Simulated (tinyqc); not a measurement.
Shape and dimension: spherical quantum dot.

Constants: hbar^2/2m0 = 3.80998211 eV angstrom^2.

Values chosen for the exercise (near those of a non-polar GaN dot in AlGaN; shifted at random, so the results belong to these values and not to a real crystal):
- R = 31 angstrom (radius)
- V0 = 0.72 eV (barrier height)
- mw = 0.196 m0 (mass inside)
- mb = 0.258 m0 (mass outside)

Lowest level with hard walls: film c (pi/2R)^2/mw, cylinder c (2.404826/R)^2/mw, sphere c (pi/R)^2/mw, square or cube of side a: 2 or 3 times c (pi/a)^2/mw; c = hbar^2/2m0. Finite barriers V0 with outer mass mb and psi, psi'/m continuous for film, cylinder and sphere (not separable for the square and the cube: dash).

Lowest level (eV):
```
shape                      hard walls  finite barrier
film, width 2R                 0.0499          0.0351
cylinder, radius R             0.1170          0.0815
square wire of equal area      0.1271               -
sphere, radius R               0.1996          0.1378
cube of equal volume           0.2305               -
```

With hard walls the levels of film, cylinder and sphere stand as 1 : 2.34 : 4.00; with the finite barrier as 1 : 2.32 : 3.93. The square lies 8.6 % above the circle of equal area and the cube 15.5 % above the sphere of equal volume: round shapes give the lowest level for a given size.

(tinyqc, `OMP_NUM_THREADS=1 python tinyqc.py 1282501 1282502 out.jsonl`, Intel(R) Xeon(R) Processor @ 2.30GHz, 1 thread, shared host, about 0.03 s.)
